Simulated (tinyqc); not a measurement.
Tight binding, dimerised chain, step by step. Computed by tinyqc, a small Python program that keeps every step. Settings: t1 = 1.46, t2 = 1.67, delta = 0, points = 12, cells = 3. Command: `OMP_NUM_THREADS=1 python tinyqc.py 24763 24764 out.jsonl` (the two numbers bound the seeds that draw the settings). One thread of a shared host (Intel(R) Xeon(R) Processor @ 2.60GHz), about 0.01 s of CPU time with the checks.

## Bloch Hamiltonian at k

Parameters chosen for this model:

| parameter | value | unit |
|---|---|---|
| t1 | 1.460000 | eV, inside the cell |
| t2 | 1.670000 | eV, between cells |
| delta | 0 | eV, +/- on the two sites |

k point k (2 pi / a): 0.2500

H_AA = +delta, H_BB = -delta, H_AB = -t1 - t2 exp(-i k a).

H(k) at k (eV):
```
                 A                B
A           0.0000  -1.4600+1.6700i
B  -1.4600-1.6700i           0.0000
```

## Levels at k

Diagonalise the Hermitian matrix.

eigenvalues (eV): -2.2182  2.2182

weights |c|^2 of the basis functions:
```
   band 1  band 2
A  0.5000  0.5000
B  0.5000  0.5000
```

## Bloch Hamiltonian at X

k point X (2 pi / a): 0.5000

As before.

H(k) at X (eV):
```
        A       B
A  0.0000  0.2100
B  0.2100  0.0000
```

## Levels at X

As before.

eigenvalues (eV): -0.2100  0.2100

weights |c|^2 of the basis functions:
```
   band 1  band 2
A  0.5000  0.5000
B  0.5000  0.5000
```

## Bands along a path

The same steps at evenly spaced points between the labelled ones.

Bands along the path (eV):

| k | band 1 | band 2 |
|---|---|---|
| G | -3.1300 | 3.1300 |
| G-X 0.20 | -2.9775 | 2.9775 |
| G-X 0.40 | -2.5352 | 2.5352 |
| G-X 0.60 | -1.8476 | 1.8476 |
| G-X 0.80 | -0.9876 | 0.9876 |
| X | -0.2100 | 0.2100 |

With 1 band(s) filled, the highest filled level on these points lies at X and the lowest empty one at X: a gap of 0.4200 eV, direct.

## Berry (Zak) phase of the lower band

On 12 points k_j = j/N: phase = -Im ln of the product of <u_j|u_(j+1)>, closed with u_N = u_0 (the cell-periodic part is taken without the site positions). Single arguments depend on the phases chosen for the u_j; only their sum modulo 2 pi does not.

Overlaps:

| j | \|<u_j\|u_j+1>\| | argument (rad) |
|---|---|---|
| 0 | 0.9902 | -0.1399 |
| 1 | 0.9900 | 0.4210 |
| 2 | 0.9895 | -0.7074 |
| 3 | 0.9880 | 1.0076 |
| 4 | 0.9809 | -1.3586 |
| 5 | 0.7013 | 2.3480 |
| 6 | 0.7013 | 2.3480 |
| 7 | 0.9809 | -1.3586 |
| 8 | 0.9880 | 1.0076 |
| 9 | 0.9895 | -0.7074 |
| 10 | 0.9900 | 0.4210 |
| 11 | 0.9902 | -0.1399 |

phase / pi, folded into (-1, 1] = 1.0000

## Open chain of 3 cells

H of the open chain (eV):
```
         1        2        3        4        5        6
1   0.0000  -1.4600   0.0000   0.0000   0.0000   0.0000
2  -1.4600   0.0000  -1.6700   0.0000   0.0000   0.0000
3   0.0000  -1.6700   0.0000  -1.4600   0.0000   0.0000
4   0.0000   0.0000  -1.4600   0.0000  -1.6700   0.0000
5   0.0000   0.0000   0.0000  -1.6700   0.0000  -1.4600
6   0.0000   0.0000   0.0000   0.0000  -1.4600   0.0000
```

The same hoppings without the wrap-around bond.

levels (eV): -2.8152  -1.9284  -0.5733  0.5733  1.9284  2.8152

weights of the highest filled level on the sites: 0.2939  0.0453  0.1607  0.1607  0.0453  0.2939

The bulk gap runs from -0.2100 to 0.2100 eV; no level of this chain lies inside it.
